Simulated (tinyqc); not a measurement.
Oxide trap near a transistor channel: two-state multiphonon kinetics, telegraph noise and bias instability: one step, computed by the program tinyqc.

An n-channel device under positive gate bias. The trap is empty (state 1) or holds an electron (state 2); both states are parabolas of equal curvature, and the electron reservoir is taken at the Fermi level of the channel.

Question. Barriers and time constants. E_21 = E_t - e F x is the energy of state 2 over state 1; barriers E_c = (E_R + E_21)^2/(4 E_R), E_e = E_c - E_21; tau_c = exp(E_c/k_B T)/(k_0 P), tau_e = exp(E_e/k_B T)/(k_0 P), P the tunnelling factor; occupation f_2 = tau_e/(tau_c + tau_e); 1/tau_0 = 1/tau_c + 1/tau_e.

Inputs (values chosen for the exercise, with an insulator like Si3N4 on silicon):

| quantity | value | unit |
|---|---|---|
| insulator constant eps_ox | 7.33 | - |
| trap depth x from the interface | 1.1 | nm |
| tunnel barrier phi_b | 2.03 | eV |
| trap level above E_F at zero field E_t | 0.63 | eV |
| relaxation energy E_R | 2.2 | eV |
| oxide field F | 6.4 | MV/cm |
| attempt rate k_0 at the interface | 1e+12 | 1/s |
| temperature T | 450 | K |

Parts treated: one trap and an ensemble.

tunnelling factor = 2.671285e-05

Constants: k_B = 8.617333262e-05 eV/K.

Give: E_21; capture barrier E_c; emission barrier E_e; capture time tau_c; emission time tau_e; occupation f_2; tau_0.

Answer.

E_21 = -0.074 eV

capture barrier E_c = 0.51362 eV

emission barrier E_e = 0.58762 eV

capture time tau_c = 0.021164 s

emission time tau_e = 0.14268 s

occupation f_2 = 0.87083

tau_0 = 0.018430 s

The two times are within a factor 30 of each other, so the trap switches between both states and shows as telegraph noise. Caution: a field 1.5 times as high comes near the usual breakdown field of such an insulator. Caution: the field lowers the tunnel barrier appreciably over the trap depth, so the rectangular barrier understates the rate.
